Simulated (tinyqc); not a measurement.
Domain walls in a thin film with perpendicular anisotropy: Bloch, Neel and chiral walls, motion and stripe domains: one step, computed by the program tinyqc. Command: `OMP_NUM_THREADS=1 python tinyqc.py 3006903 3006904 out.jsonl mwall walk`. One thread of a shared host (Intel(R) Xeon(R) Processor @ 2.30GHz), about 0.01 s of CPU time with the checks.

One-dimensional wall: polar angle theta(x), azimuth phi of the moment in the wall (phi = 0 Neel, 90 degrees Bloch). mu_0 = 1.25663706212e-6 T m/A, gamma = 1.76085963023e11 rad/(s T).

Problem. Walker breakdown. Field drive: steady motion v = gamma Delta B/alpha needs B = (alpha/2) [2 B_D sin(phi) - B_K sin(2 phi)] in size, B_K = 2 K_D/M_s, B_D = pi D/(2 M_s Delta), with phi moving from its rest value; the Walker field B_W is the largest value of |B_D sin(phi) - (B_K/2) sin(2 phi)| times alpha, reached at cos(phi) = [d - sqrt(d^2 + 8)]/4, d = B_D/B_K. Far above B_W/alpha, v = gamma Delta B alpha/(1 + alpha^2); this is used for all B above B_W.

Inputs (values chosen for the exercise, for a model film):
```
quantity                      value    unit
saturation magnetisation M_s    918    kA/m
DMI constant D                0.099  mJ/m^2
thickness t                     2.9      nm
damping alpha                 0.069       -
field mu_0 H_z                  1.7      mT
```

Drive: magnetic field.

K_D = 101.9089 kJ/m^3

width parameter Delta = 3.324502 nm

Give: B_K; B_D; Walker field B_W; velocity at B_W; velocity at B.

Solution.

B_K = 222.0 mT

B_D = 50.95 mT

Walker field B_W = 10.24 mT

velocity at B_W = 86.87 m/s

velocity at B = 14.42 m/s

B is below B_W: steady motion. Without D, B_W would be alpha B_K/2 = 7.66 mT, so D raises it 1.3 times. Caution: the formula for N_x assumes a film much thinner than the wall width.
